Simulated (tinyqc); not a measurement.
Margin needed against array size.

Cells fail independently with probability Q(k) = erfc(k/sqrt(2))/2 when the margin is k standard deviations, and Y = exp(-Nb Q(k)). phi = exp(-k^2/2)/sqrt(2 pi).  k solves Y = exp(-Nb Q(k)); the estimate is sqrt(2 ln(Nb/(-ln Y))).

Parameters, values chosen for the exercise:
- Y = 0.974 (wanted yield)

Results:
```
Nb	allowed Q	k	estimate
256	1.029e-4	3.712	4.285
4096	6.432e-6	4.362	4.890
65536	4.020e-7	4.934	5.427
16777216	1.570e-9	5.924	6.367
268435456	9.814e-11	6.364	6.789
4294967296	6.134e-12	6.777	7.186
```

Estimate the missing row, Nb = 1048576.

Computed row:
```
Nb	allowed Q	k	estimate
1048576	2.512e-8	5.450	5.916
```

With this row back in the table: A 1.68e7-fold larger array raises k only from 3.71 to 6.78; the last factor of 16 costs 0.41 standard deviations. The estimate, which drops the factor 1/(k sqrt(2 pi)) of the tail, is 15 % above k in the first row and 6.0 % above it in the last.

tinyqc, about 0.01 s, one thread, Intel Xeon 2.30GHz (shared host): `OMP_NUM_THREADS=1 python tinyqc.py 2090003 2090004 out.jsonl`
